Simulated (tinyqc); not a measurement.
What moves the results: interface roughness in a thin film (subband fluctuation and scattering). A value that a table varies takes the place of the one given here.

Square well of width t, barriers V0, c = hbar^2/2m0: E1 solves k t + 2 atan[(k/mz)/(kappa/mb)] = pi, k = sqrt(mz E/c), kappa = sqrt(mb (V0 - E)/c). One interface is rough, so the subband edge fluctuates by G dt with G = |dE1/dt| (central difference of 0.01 angstrom; 2 E1/t for hard walls).

Gaussian roughness spectrum S(q) = pi D^2 Lc^2 exp(-q^2 Lc^2/4). Degenerate gas, taken to fill one subband (the second starts to fill once c kF^2/md exceeds E2 - E1, which is not tested here): kF = sqrt(2 pi Ns/gv), q = 2 kF sin(theta/2), 1/tau = (md/(2 pi c hbar)) G^2 times the integral from 0 to pi of S(q)(1 - cos theta)/eps(q)^2 dtheta, eps(q) = 1 + qs/q with screening (qs = gv md q0/(c eps), q0 = e^2/(4 pi eps0), form factors left out, which overstates the screening; other scattering is left out too, so these values lie far above measured mobilities in all but the thinnest films) or 1 without; mobility = tau c2/md with c2 = e/m0 = 1.75882e15 cm^2/(V s^2); 1e12/cm^2 = 1e-4/angstrom^2.

Constants: hbar^2/2m0 = 3.80998211 eV angstrom^2; hbar = 6.58211957e-16 eV s; e^2/(4 pi eps0) = 14.39964547 eV angstrom.

Parameters, chosen for this exercise (near those of a thin Si channel on (100), two-fold valleys; the results hold for these values, not for the real material):
- mz = 0.943 m0 (confinement mass)
- V0 = 3.19 eV (barrier)
- mb = 0.53 m0 (barrier mass)
- md = 0.194 m0 (mass in the plane)
- gv = 2 (valleys)
- D = 3.7 angstrom (rms height of the roughness)
- Lc = 32 angstrom (correlation length)
- Ns = 2.3 x 1e12/cm^2 (sheet density)
- eps = 7.9 (mean dielectric constant at the channel)
- ts = (9, 11, 14, 16, 20, 26, 34) angstrom (thicknesses)
- t = 16 angstrom (film thickness)
- Ll = (4, 8, 14, 22, 35, 55, 90) angstrom (correlation lengths)

## The sixth-power law

Screened mobility against thickness for the finite barrier and for hard walls.

Results:

| t (angstrom) | E1 (meV) | G (meV/angstrom) | mobility (cm^2/(V s)) | the same, hard walls |
|---|---|---|---|---|
| 9 | 345.2 | 63.481 | 60.7 | 20.4 |
| 11 | 246.1 | 38.396 | 166 | 68.1 |
| 14 | 161.5 | 20.477 | 583 | 289 |
| 16 | 127.2 | 14.325 | 1.19e+03 | 645 |
| 20 | 84.7 | 7.793 | 4.03e+03 | 2.46e+03 |
| 26 | 52.0 | 3.752 | 1.74e+04 | 1.19e+04 |
| 34 | 31.3 | 1.753 | 7.95e+04 | 5.94e+04 |

With hard walls G goes as 1/t^3 and the mobility as t^6. With the finite barrier the local exponent is 5.01 at the thin end and 5.67 at the thick end, since the envelope leaks out and softens the dependence. The roughness limit falls below 500 cm^2/(V s) between 14 and 11 angstrom. The gate field, which also presses carriers to the interface, is left out. Below about 20 angstrom the effective-mass picture is itself doubtful. Up to t = 26 angstrom G D exceeds half of EF - E1, where the Born rate fails.

## Correlation length

Fixed D; bare and screened mobility.

Results:

| Lc (angstrom) | kF Lc | bare mobility (cm^2/(V s)) | screened mobility (cm^2/(V s)) |
|---|---|---|---|
| 4 | 0.11 | 1.67e+03 | 4.23e+04 |
| 8 | 0.22 | 430 | 1.09e+04 |
| 14 | 0.38 | 151 | 3.85e+03 |
| 22 | 0.59 | 71.0 | 1.84e+03 |
| 35 | 0.94 | 41.0 | 1.12e+03 |
| 55 | 1.48 | 38.0 | 1.20e+03 |
| 90 | 2.42 | 68.0 | 3.85e+03 |

The bare mobility is lowest at Lc = 55 angstrom of those listed (kF Lc = 1.48). The screened mobility is lowest at Lc = 35 angstrom of those listed (kF Lc = 0.94). Short roughness averages out (mobility as 1/Lc^2; the first two rows give exponent -1.96), and long roughness deflects only by small angles (bare mobility rising as Lc; the last two rows give 1.18).

## What each parameter does

G, G D, and the screened mobility. Each row changes one parameter from the base and keeps the others.

Results:

| case | G (meV/angstrom) | G D (meV) | mobility (cm^2/(V s)) |
|---|---|---|---|
| base | 14.325 | 53.00 | 1191 |
| t = 12 angstrom | 30.688 | 113.54 | 259.6 |
| D = 4.81 angstrom | 14.325 | 68.90 | 704.9 |
| Lc = 40 angstrom | 14.325 | 53.00 | 1056 |
| Ns = 3.68 x 1e12/cm^2 | 14.325 | 53.00 | 1167 |
| mz = 1.084 m0 | 12.950 | 47.91 | 1458 |
| md = 0.223 m0 | 14.325 | 53.00 | 1129 |
| V0 = 2.23 eV | 13.498 | 49.94 | 1342 |
| eps = 9.5 | 14.325 | 53.00 | 892.5 |

The largest shifts from the base row, up to three for each result and ties (the steps differ in size, so this ranks the rows, not the parameters). G (meV/angstrom): t +16.363, mz -1.375, V0 -0.827; unchanged at the printed digits by D, Lc, Ns, md and eps. G D (meV): t +60.54, D +15.90, mz -5.09; unchanged at the printed digits by Lc, Ns, md and eps. mobility (cm^2/(V s)): t -932, D -486, eps -299. In the base case G D is 3.7 times EF - E1 = 14.2 meV: the fluctuation exceeds the Fermi energy, so the Born rate for a uniform gas is not to be trusted.

Run: tinyqc, `OMP_NUM_THREADS=1 python tinyqc.py 1281855 1281856 out.jsonl`; Intel(R) Xeon(R) Processor @ 2.30GHz, one thread, shared host; about 0.01 s of CPU time with all checks.
